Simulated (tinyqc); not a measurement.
Comparisons within one model: six-band Luttinger-Kohn model with strain. A value that a table varies takes the place of the one given here.

Six-band Luttinger-Kohn model in the basis |3/2,3/2>, |3/2,1/2>, |3/2,-1/2>, |3/2,-3/2>, |1/2,1/2>, |1/2,-1/2>, electron energies, zero at the top of the unstrained valence band. H = -[rows: (P+Q, -S, R, 0, -S/r2, r2 R); (-S*, P-Q, 0, R, -r2 Q, r32 S); (R*, 0, P-Q, S, r32 S*, r2 Q); (0, R*, S*, P+Q, -r2 R*, -S*/r2); (-S*/r2, -r2 Q, r32 S, -r2 R, P+Dso, 0); (r2 R*, r32 S*, r2 Q, -S/r2, 0, P+Dso)], r2 = sqrt(2), r32 = sqrt(3/2). Levels are twofold.

P = c g1 k^2 - av tr(e); Q = c g2 (kx^2 + ky^2 - 2 kz^2) - (b/2)(exx + eyy - 2 ezz); R = c sqrt3 [-g2 (kx^2 - ky^2) + 2i g3 kx ky] + (sqrt3/2) b (exx - eyy) - i d exy; S = 2 c sqrt3 g3 (kx - i ky) kz - d (exz - i eyz); c = hbar^2/2m0, e the strain tensor (not engineering shear).

s11 = (C11 + C12)/((C11 - C12)(C11 + 2 C12)), s12 = -C12/((C11 - C12)(C11 + 2 C12)), s44 = 1/C44; exx = s11 sxx + s12 (syy + szz) and cyclic, exy = s44 sxy/2; tension is positive. A uniaxial stress X along the unit vector n is s_ij = X n_i n_j.

Constants: hbar^2/2m0 = 3.80998211 eV angstrom^2.

Values chosen for the exercise (near those of GaSb; shifted at random, so the results belong to these values and not to a real crystal):
```
symbol  value           unit  meaning
Dso     0.8             eV    spin-orbit splitting
g1      13.48                 Luttinger gamma1
g2      4.71                  gamma2
g3      5.93                  gamma3
av      0.77            eV    valence hydrostatic potential
b       -1.88           eV    tetragonal shear potential
d       -4.75           eV    trigonal shear potential
C11     85.5            GPa
C12     38.4            GPa
C44     41              GPa
load    uniaxial [100]        kind of stress
X1      1.6             GPa   size of the stress
E_h     60              meV   hole energy below the top
X       -1.97           GPa   stress
```

## Sweep of a uniaxial [100] stress

Edges at k = 0 and curvature masses of the top pair along [100] and [001] (step 0.0002 1/angstrom); at zero stress the top is fourfold and has no single curvature.

Edges and masses:
```
X (GPa)  top (eV)  second (eV)  third (eV)  splitting (meV)  m [100]  m [001]
-2.10      0.0895      -0.0938     -0.8256            183.3    0.038    0.140
-1.40      0.0565      -0.0625     -0.8139            119.0    0.040    0.132
-0.70      0.0265      -0.0313     -0.8052             57.8    0.041    0.123
0.00       0.0000       0.0000     -0.8000              0.0        -        -
0.70       0.0313      -0.0226     -0.7987             53.9    0.246    0.055
1.40       0.0625      -0.0409     -0.8017            103.5    0.246    0.055
2.10       0.0938      -0.0547     -0.8091            148.5    0.246    0.055
```

The splitting reaches 183.3 meV under compression and 148.5 meV under the same tension; linear shear terms alone would make the two equal, and the difference comes from the coupling to the split-off band. At the ends of the sweep the top pair has a mass along [100] of 0.038 under compression and 0.246 under tension, so compression gives the lighter holes along [100]; along [001] it has 0.140 and 0.055. The top edge itself moves by +89 and +94 meV. The ends of the sweep mean strains up to 3.4 %, beyond the range of linear deformation potentials.

## Which stress helps holes along [110]

Each load has size X1 (biaxial: sxx = syy); masses are curvatures of the top pair at k = 0.

Results:
```
load                         splitting (meV)  top edge (meV)  m [110]  m [001]
uniaxial [110], compression            119.7            55.9    0.036    0.140
uniaxial [110], tension                104.4            64.0    0.416    0.052
uniaxial [100], compression            137.1            65.6    0.061    0.134
uniaxial [100], tension                116.8            71.5    0.090    0.055
uniaxial [111], compression            113.7            52.6    0.048    0.074
uniaxial [111], tension                 99.4            61.1    0.132    0.074
biaxial (001), compression             116.8            48.7    0.055    0.246
biaxial (001), tension                 137.1            88.4    0.134    0.039
```

The lightest mass along [110] (0.036) comes with uniaxial [110], compression. The largest splitting (137.1 meV) comes with uniaxial [100], compression; biaxial (001), tension. The heaviest mass along [001] (0.246), which lowers the confinement energy in a (001) channel, comes with biaxial (001), compression. The splitting per GPa follows b (s11 - s12) for loads along cube axes and d s44 for [111]: here 2 |b| (s11 - s12) = 79.8 and |d| s44/sqrt3 = 66.9 meV per GPa in the limit of large Dso; where the splitting nears Dso, mixing with the split-off band makes it depend on the sign of the load.

## Warping of the constant-energy contours (six-band Luttinger-Kohn model)

No strain (e = 0). In the plane kz = 0, |k| where the top and second pairs lie E_h below the top, against the angle from [100]; m = c k^2/E_h.

Contours:
```
angle (degrees)  k top (1/angstrom)  k second (1/angstrom)  m top (m0)  m second (m0)
0                            0.0623                 0.0266       0.246          0.045
9                            0.0638                 0.0265       0.259          0.045
18                           0.0685                 0.0262       0.298          0.044
27                           0.0760                 0.0259       0.366          0.043
36                           0.0845                 0.0257       0.453          0.042
45                           0.0888                 0.0256       0.501          0.042
```

The heavy contour reaches 1.426 times as far along [110] as along [100], the light one 0.964 times. The warping follows g3 - g2 = 1.22 and would vanish for g2 = g3. Along [100] the heavy mass is 1/(g1 - 2 g2) = 0.246 at any energy, while the light one is 0.0449, against 1/(g1 + 2 g2) = 0.0437 at the edge, for E_h/Dso = 0.07.

## What each parameter does

Edges at k = 0 under a uniaxial [100] stress X and the curvature mass of the top pair along [100] (step 0.0002 1/angstrom). Each row changes one parameter from the base and keeps the others.

Results:
```
case             top (eV)  second (eV)  third (eV)  mass (m0)
base               0.0831      -0.0880     -0.8232      0.038
b = -1.504 eV      0.0626      -0.0723     -0.8184      0.039
g3 = 7.116         0.0831      -0.0880     -0.8232      0.038
g2 = 3.768         0.0831      -0.0880     -0.8232      0.043
X = -1.576 GPa     0.0645      -0.0704     -0.8166      0.039
C12 = 46.08 GPa    0.1047      -0.1025     -0.8279      0.038
g1 = 10.784        0.0831      -0.0880     -0.8232      0.043
C44 = 32.8 GPa     0.0831      -0.0880     -0.8232      0.038
```

The largest shifts from the base row, up to three for each result and ties (the steps differ in size, so this ranks the rows, not the parameters). top (eV): C12 +0.0216, b -0.0205, X -0.0186; unchanged at the printed digits by g3, g2, g1 and C44. second (eV): X +0.0176, b +0.0157, C12 -0.0145; unchanged at the printed digits by g3, g2, g1 and C44. third (eV): X +0.0066, b +0.0048, C12 -0.0047; unchanged at the printed digits by g3, g2, g1 and C44. mass (m0): g1 +0.004, g2 +0.004, X +0.001, b +0.001; unchanged at the printed digits by g3, C12 and C44. The Luttinger parameters multiply k^2 and cannot move the edges; av shifts all edges alike and leaves the mass.

Computed by tinyqc, a small Python program: `OMP_NUM_THREADS=1 python tinyqc.py 1080334 1080335 out.jsonl` (the numbers bound the seed that draws the inputs); one thread of a shared host (Intel(R) Xeon(R) Processor @ 2.30GHz), about 0.07 s for the whole set of steps.
